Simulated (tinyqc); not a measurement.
Pressure-driven transition between two phases with analytic equations of state. Inputs raised by 2 %, one at a time. Computed by tinyqc, a small Python program. Command: `OMP_NUM_THREADS=1 python tinyqc.py 3009514 3009515 out.jsonl transition sens`. One thread of a shared host (Intel(R) Xeon(R) Processor @ 2.30GHz), about 0.03 s of CPU time with the checks.

Each phase obeys E = E0 + (B0 V/B') [(V0/V)^B'/(B' - 1) + 1] - B0 V0/(B' - 1), P = (B0/B') [(V0/V)^B' - 1]; E0 = 0 for phase 1 and Delta E0 for phase 2. H = E + P V.

Inputs (values chosen for the exercise, for two model phases): volume V0 of phase 1 = 21.5 angstrom^3/atom; B0 of phase 1 = 50.1 GPa; B' of phase 1 = 3.98; volume V0 of phase 2 = 20.1 angstrom^3/atom; B0 of phase 2 = 47.7 GPa; B' of phase 2 = 4.65; energy of phase 2 above phase 1, Delta E0 = 0.088 eV/atom; entropy of phase 2 less phase 1, Delta S = -0.47 k_B/atom; temperature T = 900 K.

Equation of state: Murnaghan.

Constants: 1 eV/angstrom^3 = 160.2176634 GPa; k_B = 8.617333262e-05 eV/K.

Method. Start from P = Delta E0/(V0 of phase 1 - V0 of phase 2); at each P solve P(V) = P for both phases and step P(new) = P - (H_2 - H_1)/(V_2 - V_1); stop when |H_2 - H_1| < 1e-10 eV. At the zero-temperature transition the volume change is V_2/V_1 - 1 and the work is P (V_1 - V_2). At T the condition is H_2 - H_1 - T Delta S = 0, with Delta S constant and thermal expansion left out; the Clausius-Clapeyron slope is dP/dT = Delta S/(V_2 - V_1) at the zero-temperature point.

Runs; columns: (1) input moved; (2) from; (3) to; (4) transition pressure (GPa); (5) volume change (%); (6) transition pressure at T (GPa); (7) Clapeyron slope (MPa/K):
```
(1)                                                    (2)      (3)    (4)     (5)    (6)    (7)
base run                                                 -        -  10.85  -6.418  16.04  5.498
volume V0 of phase 1 (angstrom^3/atom)                21.5    21.93   8.15  -8.374  11.87  4.006
B0 of phase 1 (GPa)                                   50.1   51.102  10.62  -6.641  15.57  5.288
B' of phase 1                                         3.98   4.0596  10.80  -6.494  15.89  5.426
volume V0 of phase 2 (angstrom^3/atom)                20.1   20.502  15.91  -4.268  24.49  8.683
B0 of phase 2 (GPa)                                   47.7   48.654  11.08  -6.200  16.50  5.705
energy of phase 2 above phase 1, Delta E0 (eV/atom)  0.088  0.08976  11.09  -6.406  16.30  5.522
entropy of phase 2 less phase 1, Delta S (k_B/atom)  -0.47  -0.4794  10.85  -6.418  16.15  5.608
```

Exponents ln(y'/y) / ln(x'/x):
```
input                                      transition pressure  volume change  transition pressure at T  Clapeyron slope
volume V0 of phase 1                                   -14.485         13.435                   -15.225          -15.991
B0 of phase 1                                           -1.112          1.727                    -1.493           -1.970
B' of phase 1                                           -0.259          0.597                    -0.471           -0.667
volume V0 of phase 2                                    19.332        -20.594                    21.377           23.075
B0 of phase 2                                            1.067         -1.744                     1.431            1.869
energy of phase 2 above phase 1, Delta E0                1.102         -0.094                     0.822            0.223
entropy of phase 2 less phase 1, Delta S                 0.000          0.000                     0.342            1.000
```

To which inputs is each result most sensitive?

Among the inputs moved here: transition pressure answers most in size to volume V0 of phase 2 (exponent +19.332), next to volume V0 of phase 1 (-14.485); its exponent is below 0.0005 for entropy of phase 2 less phase 1, Delta S. volume change answers most in size to volume V0 of phase 2 (exponent -20.594), next to volume V0 of phase 1 (+13.435); its exponent is below 0.0005 for entropy of phase 2 less phase 1, Delta S. transition pressure at T answers most in size to volume V0 of phase 2 (exponent +21.377), next to volume V0 of phase 1 (-15.225). Clapeyron slope answers most in size to volume V0 of phase 2 (exponent +23.075), next to volume V0 of phase 1 (-15.991).

Caution (all rows): the pressure is a large share of B0, where the result depends on the form of the equation of state. Caution (all rows): a constant Delta S holds only at high temperature; it vanishes as T goes to 0, so the shift counted from T = 0 is somewhat too large.
